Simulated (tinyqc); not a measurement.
Solid solubility of a dopant against its melt (retrograde solidus), clustering and the electrically active fraction: one step, computed by the program tinyqc. Command: `OMP_NUM_THREADS=1 python tinyqc.py 3023293 3023294 out.jsonl retro walk`. One thread of a shared host (Intel(R) Xeon(R) Processor @ 2.30GHz), about 0.01 s of CPU time with the checks.

Problem. Active fraction after the anneal. A highly soluble donor (another dopant than that of the solidus) is limited by clustering. Donors N_a are active, and clusters hold m atoms each: N_t = N_a + m C, m C = N* (N_a/N*)^m, with N*(T) = N*(1273 K) exp[-(E_b/k_B)(1/T - 1/1273)]. Resistivity = 1/(e mu N_a).

Inputs (values chosen for the exercise, of the order of those of gallium in silicon for the solubility):
```
quantity                                      value        unit
total dopant density N_t                    8.6e+20      1/cm^3
atoms per cluster m                               3           -
cluster scale N* at 1273 K                  1.8e+20      1/cm^3
activation energy E_b of the cluster scale     0.38          eV
anneal temperature T_a                         1025           K
mobility mu                                      70  cm^2/(V s)
```

Clustering: clusters of m atoms, electrons left out.

Constants: k_B = 8.617333262e-05 eV/K; e = 1.602176634e-19 C.

Give: N*(T_a); active density N_a; active fraction; resistivity.

Solution.

N*(T_a) = 7.785e+19 1/cm^3

active density N_a = 1.618e+20 1/cm^3

active fraction = 0.1881

resistivity = 0.5512 milliohm cm

Doubling the dose would raise N_a by only 29 %. Caution: this clustering law is a generic form; degeneracy and a doping-dependent mobility are left out.
